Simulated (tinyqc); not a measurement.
Worked calculation: shallow acceptor in the spherical model (Baldereschi-Lipari), strong spin-orbit limit. Computed by tinyqc, a small Python program that keeps every step. Command: `OMP_NUM_THREADS=1 python tinyqc.py 3010614 3010615 out.jsonl acceptor walk`. One thread of a shared host (Intel(R) Xeon(R) Processor @ 2.30GHz), about 0.01 s of CPU time with the checks. Intermediate numbers are printed to about 7 digits and carried at full precision; extremes and crossings named in words are read from the listed rows.

The 1S(3/2) state has an s envelope f(r) and a d envelope g(r). In effective units they obey -(f'' + 2f'/r + 2f/r) + mu (g'' + 5g'/r + 3g/r^2) = E f and -(g'' + 2g'/r - 6g/r^2 + 2g/r) + mu (f'' - f'/r) = E g. The cubic term, the split-off band and the central cell are left out.

Inputs (values chosen for the exercise, modelled on GaP): Luttinger gamma_1 = 4.11; Luttinger gamma_2 = 0.497; Luttinger gamma_3 = 1.25; dielectric constant eps = 11.1; spin-orbit gap Delta_so = 77.7 meV; functions per channel n = 2; smallest exponent zeta_1 = 1.1 1/a*; ratio beta of exponents = 2.3.

Constants: Ry = 13.605693123 eV; a_0 = 0.529177210903 angstrom.

## Effective units and couplings

Ry* = Ry/(gamma_1 eps^2), a* = a_0 eps gamma_1, mu = (6 gamma_3 + 4 gamma_2)/(5 gamma_1), delta = (gamma_3 - gamma_2)/gamma_1; spherical masses 1/(gamma_1 (1 - mu)) (heavy) and 1/(gamma_1 (1 + mu)) (light).

Ry* = 26.86785 meV

a* = 24.14159 angstrom

mu = 0.4617032

delta = 0.1832117

heavy-hole mass = 0.4519978 m_0

light-hole mass = 0.1664558 m_0

Caution: gamma_3 and gamma_2 differ by more than 0.17 gamma_1: band warping, left out here, adds several per cent to the binding.

## Matrices in a small basis

zeta_i = zeta_1 beta^(i-1), i = 1..n, in both channels. Basis: f_i = exp(-zeta_i r), g_i = r exp(-zeta_i r), weight r^2 dr, s = zeta_i + zeta_j. S_ff = 2/s^3, H_ff = zeta_i zeta_j S_ff - 2/s^2; S_gg = 24/s^5, H_gg = 8/s^3 + 24 zeta_i zeta_j/s^5 - 12/s^4; H(f_i, g_j) = mu (6 zeta_i^2/s^4 + 2 zeta_i/s^3); S_fg = 0. Each function is normalised by sqrt(S_ii).

H (Ry*), rows f1, f2, g1, g2:
$$\begin{pmatrix}
-0.99 & -0.6576932 & 0.8063574 & 1.099720 \\
-0.6576932 & 1.3409 & 1.780498 & 4.265631 \\
0.8063574 & 1.780498 & 1.723333 & 3.516325 \\
1.099720 & 4.265631 & 3.516325 & 12.40543
\end{pmatrix}$$

S, rows f1, f2, g1, g2:
$$\begin{pmatrix}
1.000000 & 0.776497 & 0.000000 & 0.000000 \\
0.776497 & 1.000000 & 0.000000 & 0.000000 \\
0.000000 & 0.000000 & 1.000000 & 0.655994 \\
0.000000 & 0.000000 & 0.655994 & 1.000000
\end{pmatrix}$$

## Lowest level in the small basis

H c = E S c with c^T S c = 1 and the largest component positive; the d weight is the part of the norm in g.

E = -1.235073 Ry*

coefficients: f1 0.8549119, f2 0.1258624, g1 -0.2805416, g2 -0.0193010

d weight = 0.08618021

## Converged levels

Large basis: zeta_i = 0.08 x 1.55^(i-1), i = 1..20 in each channel; overlap eigenvalues below 1e-11 are dropped. Binding energies are -E Ry*; the mass that fits is E(1S) eps^2/Ry.

1S(3/2) binding in Ry* = 1.242772

1S(3/2) binding energy = 33.39060 meV

2S(3/2) binding energy = 9.089951 meV

d weight of 1S(3/2) = 0.09309844

Hydrogenic mass that fits = 0.3023775 m_0

The small basis recovers 99.4 % of the binding. The ratio 2S/1S is 0.272 against the hydrogenic 0.25. The fitted mass is 67 % of the heavy-hole mass. Caution: the binding exceeds a fifth of the spin-orbit gap Delta_so, so the split-off band, left out, matters.

## One mass for the acceptor?

Hydrogenic binding Ry m/eps^2; the density-of-states mass is (m_H^(3/2) + m_L^(3/2))^(2/3); errors are against the large basis.

1S binding energy:
```
mass                     value (m_0)  binding (meV)  error (%)
light hole                 0.1664558       18.38119  -44.95100
1/gamma_1                  0.2433090       26.86785  -19.53470
mean of heavy and light    0.3092268       34.14695    2.26514
heavy hole                 0.4519978       49.91270   49.48128
density of states          0.5170528       57.09652   70.99577
```

The coupled result, 33.39 meV, lies between the 1/gamma_1 value (no coupling) and the heavy-hole value; the closest single rule here is "mean of heavy and light", off by +2.3 %.

## Binding against mu

The formulas are those given above.

1S(3/2):
```
mu    binding (Ry*)   d weight  binding x (1 - mu)
0.10       1.009075  0.0042365           0.9081674
0.14       1.017959  0.0083154           0.8754448
0.28       1.076366  0.0335554           0.7749835
0.46       1.240509  0.0923911           0.6698751
0.50       1.298539  0.1097889           0.6492697
0.80       2.580198  0.2982800           0.5160396
0.90       4.768333  0.3881797           0.4768333
0.95       9.144654  0.4400163           0.4572327
```

The binding grows from 1.009 to 9.14 Ry*, slowly at first (second order in mu), while the d weight rises to 0.44. The last column, the binding in units of the heavy-hole Rydberg, falls to 0.457, towards about 0.44 as mu tends to 1.

Checks made by the program: mu = 0 against hydrogen, 1 and 1/4 (relative difference 4e-06); the coupling element from the adjoint operator (relative difference below 1e-10).
